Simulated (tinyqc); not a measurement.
Worked calculation: Hueckel theory of the pi electrons, for the molecule c1ccc2cccc-2cc1 (SMILES; centres numbered as the heavy atoms are written). Computed by tinyqc, a small Python program that keeps every step. Settings: charge = 0. Command: `OMP_NUM_THREADS=1 python tinyqc.py 23416 23417 out.jsonl` (the two numbers bound the seeds that draw the settings). One thread of a shared host (Intel(R) Xeon(R) Processor @ 2.60GHz), about 0.01 s of CPU time with the checks.

## The Hueckel matrix

Centres:
```
centre  z_r, pi electrons of the neutral centre       h
1C                                            1  0.0000
2C                                            1  0.0000
3C                                            1  0.0000
4C                                            1  0.0000
5C                                            1  0.0000
6C                                            1  0.0000
7C                                            1  0.0000
8C                                            1  0.0000
9C                                            1  0.0000
10C                                           1  0.0000
```

Bonds:
```
i    j  k
1    2  1
2    3  1
3    4  1
4    5  1
5    6  1
6    7  1
7    8  1
8    9  1
9   10  1
10   1  1
8    4  1
```

H_rr = alpha + h_r beta, H_rs = k_rs beta for bonded centres.

Hueckel matrix in units of beta (H = alpha + beta A), order 1C, 2C, 3C, 4C, 5C, 6C, 7C, 8C, 9C, 10C:
```
[[0.0000, 1.0000, 0.0000, 0.0000, 0.0000, 0.0000, 0.0000, 0.0000, 0.0000, 1.0000],
 [1.0000, 0.0000, 1.0000, 0.0000, 0.0000, 0.0000, 0.0000, 0.0000, 0.0000, 0.0000],
 [0.0000, 1.0000, 0.0000, 1.0000, 0.0000, 0.0000, 0.0000, 0.0000, 0.0000, 0.0000],
 [0.0000, 0.0000, 1.0000, 0.0000, 1.0000, 0.0000, 0.0000, 1.0000, 0.0000, 0.0000],
 [0.0000, 0.0000, 0.0000, 1.0000, 0.0000, 1.0000, 0.0000, 0.0000, 0.0000, 0.0000],
 [0.0000, 0.0000, 0.0000, 0.0000, 1.0000, 0.0000, 1.0000, 0.0000, 0.0000, 0.0000],
 [0.0000, 0.0000, 0.0000, 0.0000, 0.0000, 1.0000, 0.0000, 1.0000, 0.0000, 0.0000],
 [0.0000, 0.0000, 0.0000, 1.0000, 0.0000, 0.0000, 1.0000, 0.0000, 1.0000, 0.0000],
 [0.0000, 0.0000, 0.0000, 0.0000, 0.0000, 0.0000, 0.0000, 1.0000, 0.0000, 1.0000],
 [1.0000, 0.0000, 0.0000, 0.0000, 0.0000, 0.0000, 0.0000, 0.0000, 1.0000, 0.0000]]
```

## Orbitals

pi electrons, sum of z_r less the charge = 10

Diagonalise; E = alpha + x beta with beta < 0, so the largest x are filled first; degenerate levels share their electrons. P = sum n_i c_ri c_si; each orbital has its largest coefficient positive (the first on a tie).

x values: [2.3103, 1.6516, 1.3557, 0.8870, 0.4773, -0.4004, -0.7376, -1.5792, -1.8692, -2.0953]

occupations: [2.0000, 2.0000, 2.0000, 2.0000, 2.0000, 0.0000, 0.0000, 0.0000, 0.0000, 0.0000]

coefficients, order 1C, 2C, 3C, 4C, 5C, 6C, 7C, 8C, 9C, 10C:
```
[[0.1730, 0.5247, 0.0000, 0.3603, 0.0000, 0.5109, 0.0000, 0.3416, 0.4328, 0.0000],
 [0.1998, 0.4333, 0.3571, 0.1598, -0.3355, -0.1023, 0.4841, -0.2697, -0.4045, 0.1601],
 [0.2886, 0.1909, 0.4841, -0.2186, -0.1601, -0.4699, -0.3571, 0.0844, 0.3233, -0.3355],
 [0.4670, -0.1180, 0.2992, -0.3536, 0.2591, 0.2904, -0.2207, 0.1365, -0.1998, 0.5428],
 [0.3233, -0.2678, 0.2207, 0.2585, 0.5428, 0.0632, 0.2992, -0.4364, 0.2500, -0.2591],
 [0.2799, -0.3243, 0.0000, 0.5829, 0.0000, -0.3157, 0.0000, 0.5527, -0.2675, 0.0000],
 [0.3233, -0.2678, -0.2207, 0.2585, -0.5428, 0.0632, -0.2992, -0.4364, 0.2500, 0.2591],
 [0.4670, -0.1180, -0.2992, -0.3536, -0.2591, 0.2904, 0.2207, 0.1365, -0.1998, -0.5428],
 [0.2886, 0.1909, -0.4841, -0.2186, 0.1601, -0.4699, 0.3571, 0.0844, 0.3233, 0.3355],
 [0.1998, 0.4333, -0.3571, 0.1598, 0.3355, -0.1023, -0.4841, -0.2697, -0.4045, -0.1601]]
```

charge and bond-order matrix P, order 1C, 2C, 3C, 4C, 5C, 6C, 7C, 8C, 9C, 10C:
```
[[0.8700, 0.6389, 0.1427, -0.2170, 0.0171, 0.1766, 0.0171, -0.2170, 0.1427, 0.6389],
 [0.6389, 0.9864, 0.6640, 0.0112, -0.2269, 0.0171, 0.1864, -0.0684, -0.2422, 0.0262],
 [0.1427, 0.6640, 0.8549, 0.5858, 0.0112, -0.2170, -0.0684, 0.1725, -0.1849, -0.2422],
 [-0.2170, 0.0112, 0.5858, 1.0274, 0.5956, -0.0744, -0.2310, 0.4009, 0.1725, -0.0684],
 [0.0171, -0.2269, 0.0112, 0.5956, 1.1729, 0.6560, -0.2006, -0.2310, -0.0684, 0.1864],
 [0.1766, 0.0171, -0.2170, -0.0744, 0.6560, 1.0466, 0.6560, -0.0744, -0.2170, 0.0171],
 [0.0171, 0.1864, -0.0684, -0.2310, -0.2006, 0.6560, 1.1729, 0.5956, 0.0112, -0.2269],
 [-0.2170, -0.0684, 0.1725, 0.4009, -0.2310, -0.0744, 0.5956, 1.0274, 0.5858, 0.0112],
 [0.1427, -0.2422, -0.1849, 0.1725, -0.0684, -0.2170, 0.0112, 0.5858, 0.8549, 0.6640],
 [0.6389, 0.0262, -0.2422, -0.0684, 0.1864, 0.0171, -0.2269, 0.0112, 0.6640, 0.9864]]
```

## Energy, charges, bond orders

E = sum n x; q_r = z_r - P_rr; bond order p = P_rs; free valence = sqrt(3) - sum of p over the bonds of the atom.

pi energy = 10 alpha + this times beta = 13.3635

pi charges: [0.1300, 0.0136, 0.1451, -0.0274, -0.1729, -0.0466, -0.1729, -0.0274, 0.1451, 0.0136]

Bond orders and lengths from R = 1.517 - 0.180 p (angstrom, C-C alone):
```
bond       p       R
1-2   0.6389  1.4020
2-3   0.6640  1.3975
3-4   0.5858  1.4116
4-5   0.5956  1.4098
5-6   0.6560  1.3989
6-7   0.6560  1.3989
7-8   0.5956  1.4098
8-9   0.5858  1.4116
9-10  0.6640  1.3975
10-1  0.6389  1.4020
8-4   0.4009  1.4448
```

free valence of the carbons: [0.4543, 0.4291, 0.4822, 0.1497, 0.4804, 0.4200, 0.4804, 0.1497, 0.4822, 0.4291]

gap between the highest filled and the next level = 0.8777 |beta|
